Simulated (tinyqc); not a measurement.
## Scale length and barrier from the threshold roll-off

Inverse problem. For L well above Lambda the threshold falls by 2 m sqrt(A (A + Vds)) exp(-pi L/(2 Lambda)), A being the height of the source potential over the barrier top; the two values follow this form. Find Lambda and A.

Values chosen for this exercise: long-channel body factor m = 1; drain voltage Vds = 0.7 V.

threshold lowering at L = 17 and 27 nm (mV): 50.402851  7.8506830

Solution. The ratio of the two values gives Lambda; the prefactor gives A (A + Vds), a quadratic with one positive root.

Lambda = 8.45 nm
A = 0.340 V

Program tinyqc, `OMP_NUM_THREADS=1 python tinyqc.py 2420171 2420172 out.jsonl`; Intel Xeon 2.30GHz, shared host, one thread, about 0.01 s.
